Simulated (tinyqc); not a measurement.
Worked calculation: two-band model of a narrow-gap semiconductor with electrons and holes. Computed by tinyqc, a small Python program that keeps every step. Command: `OMP_NUM_THREADS=1 python tinyqc.py 3019002 3019003 out.jsonl bipolar walk`. One thread of a shared host (Intel(R) Xeon(R) Processor @ 2.30GHz), about 0.04 s of CPU time with the checks. Intermediate numbers are printed to about 7 digits and carried at full precision; extremes and crossings named in words are read from the listed rows.

Two parabolic bands with acoustic scattering (r = -1/2, a = 0), a gap that does not change with T, and fully ionised dopants. Melting is ignored, so values above the melting point are formal, and kappa_L does not change with T. eta_n = (E_F - E_c)/(k_B T), eta_p = -eta_n - E_g/(k_B T).

Inputs (values chosen for the exercise, modelled on germanium):

| quantity | value | unit |
|---|---|---|
| electron mass m_n | 0.57 | m_0 |
| hole mass m_p | 0.33 | m_0 |
| electron mobility parameter mu_300,n | 3800 | cm^2/(V s) |
| hole mobility parameter mu_300,p | 1600 | cm^2/(V s) |
| temperature exponent p | 1.5 | - |
| band gap E_g | 0.65 | eV |
| net doping N | 1.4e+19 | 1/cm^3 |
| lattice thermal conductivity kappa_L | 45 | W/(m K) |
| temperature T | 320 | K |

Doping: p-type.

Constants: k_B = 8.617333262e-05 eV/K; m_0 = 9.1093837015e-31 kg; k_B = 1.380649e-23 J/K; hbar = 1.054571817e-34 J s; e = 1.602176634e-19 C.

## Fermi level

With x = E/(k_B T), a = alpha k_B T (0 for a parabolic band), G = x (1 + a x), D = 1 + 2 a x and <y> = int y f (1 - f) dx, f = 1/(1 + exp(x - eta)): tau = tau_0 G^r/D; transport function s = G^(3/2 + r)/D^2; n = N_0 <G^(3/2)> with N_0 = (2 m k_B T)^(3/2)/(3 pi^2 hbar^3). Integrals over x = E/(k_B T) use 160 Gauss-Legendre points in u = sqrt(x) from 0 to sqrt(max(eta, 0) + 32). Neutrality: p - n = N, with n = N_0(m_n) <x^(3/2)> at eta_n and p = N_0(m_p) <x^(3/2)> at eta_p.

eta_n = -25.46607

eta_p = 1.894390

## Each band alone

sigma = e mu_0 N_0 <s> with mu_0 = e tau_0/m = mu_300 (T/300 K)^(-p); |S| = (k_B/e)(<x s>/<s> - eta); Lorenz number L = (k_B/e)^2 (<x^2 s>/<s> - (<x s>/<s>)^2); kappa_e = L sigma T; zT = S^2 sigma T/(kappa_L + kappa_e). Hall factor r_H = <x^(3/2)> <x^(1/2)>/<s>^2.

Partial coefficients:

| band | sigma (S/cm) | \|S\| (microvolt/K) | L (1e-8 V^2/K^2) | density (1/cm^3) | Hall factor |
|---|---|---|---|---|---|
| electrons | 4.309924e-08 | 2366.843 | 1.485169 | 1.036704e+08 | 1.178097 |
| holes | 1866.365 | 115.8103 | 1.841866 | 1.40e+19 | 1.079555 |

The minority carriers have the larger |S|, since the Fermi level lies farther from their band; they carry 2.3e-09 % of the conductivity.

## Both bands together

Both bands together (these totals replace the one-band zT): sigma = sigma_n + sigma_p; S = (sigma_p |S_p| - sigma_n |S_n|)/sigma; kappa_bip = (sigma_n sigma_p/sigma)(|S_n| + |S_p|)^2 T; kappa_e = (L_n sigma_n + L_p sigma_p) T; zT = S^2 sigma T/(kappa_L + kappa_e + kappa_bip); weak-field R_H = (r_p sigma_p^2/p - r_n sigma_n^2/n)/(e sigma^2), where the Hall factors r_n and r_p are <x^(3/2)> <x^(1/2)>/<s>^2.

conductivity sigma = 1866.365 S/cm

Seebeck coefficient S = 115.8103 microvolt/K

bipolar thermal conductivity = 8.500639e-09 W/(m K)

kappa_e = 1.100030 W/(m K)

zT = 0.01737561

Hall coefficient R_H = 0.4812893 cm^3/C

The minority band lowers |S| by less than the digits shown, at 116 microvolt/K, and bipolar flow adds 1.8e-08 % of the thermal conductivity.

## The maximum of |S| and the Goldsmid-Sharp gap

T_max maximises |S| of the majority sign between 150 and 1200 K; the Goldsmid-Sharp estimate is E_g = 2 e |S_max| T_max.

T_max = 1009.468 K

|S_max| = 229.5741 microvolt/K

Goldsmid-Sharp gap = 0.4634956 eV

estimate over true gap = 0.7130701

The estimate is 0.71 times the true gap. The weighted-mobility ratio of majority to minority carriers, mu m^(3/2), is 0.185; a ratio below 1 brings the onset forward and lowers the estimate.

## Against temperature

The formulas are those given above.

The same sample:

| T (K) | n (1/cm^3) | p (1/cm^3) | sigma (S/cm) | S (microvolt/K) | kappa_bip (W/(m K)) | zT | R_H (cm^3/C) |
|---|---|---|---|---|---|---|---|
| 150 | 4.610737e-06 | 1.400000e+19 | 4399.123 | 58.1052 | 2.218601e-21 | 0.00479860 | 0.4591266 |
| 200 | 7.603145e+00 | 1.400000e+19 | 3215.372 | 76.7656 | 1.846069e-15 | 0.00818278 | 0.4663795 |
| 250 | 4.554658e+04 | 1.400000e+19 | 2497.270 | 94.0511 | 6.567222e-12 | 0.01195010 | 0.4731489 |
| 300 | 1.622968e+07 | 1.400000e+19 | 2016.506 | 109.8730 | 1.540268e-09 | 0.01583158 | 0.4791293 |
| 350 | 1.143445e+09 | 1.400000e+19 | 1673.754 | 124.3250 | 7.666920e-08 | 0.01965884 | 0.4842907 |
| 400 | 2.908706e+10 | 1.400000e+19 | 1418.418 | 137.5552 | 1.450962e-06 | 0.02333774 | 0.4887065 |
| 500 | 2.966754e+12 | 1.400000e+19 | 1066.647 | 160.9385 | 9.137680e-05 | 0.03009188 | 0.4957064 |
| 600 | 7.086291e+13 | 1.400007e+19 | 838.876 | 181.0227 | 1.490516e-03 | 0.03598592 | 0.5008453 |
| 750 | 1.893993e+15 | 1.400189e+19 | 620.481 | 206.1748 | 2.540651e-02 | 0.04321520 | 0.5054616 |
| 900 | 1.858216e+16 | 1.401858e+19 | 484.062 | 224.3664 | 1.748230e-01 | 0.04781744 | 0.5014781 |
| 1050 | 1.010469e+17 | 1.410105e+19 | 397.631 | 228.6775 | 7.042198e-01 | 0.04709821 | 0.4681711 |
| 1200 | 3.725182e+17 | 1.437252e+19 | 350.264 | 205.9563 | 1.956859e+00 | 0.03745010 | 0.3690388 |

Among the rows where S keeps the majority sign, zT is largest at 900 K and |S| at 1050 K. kappa_bip reaches 1.96 W/(m K) at the last row, 0.0435 times kappa_L.

Checks made by the program: neutrality (relative difference below 1e-10).
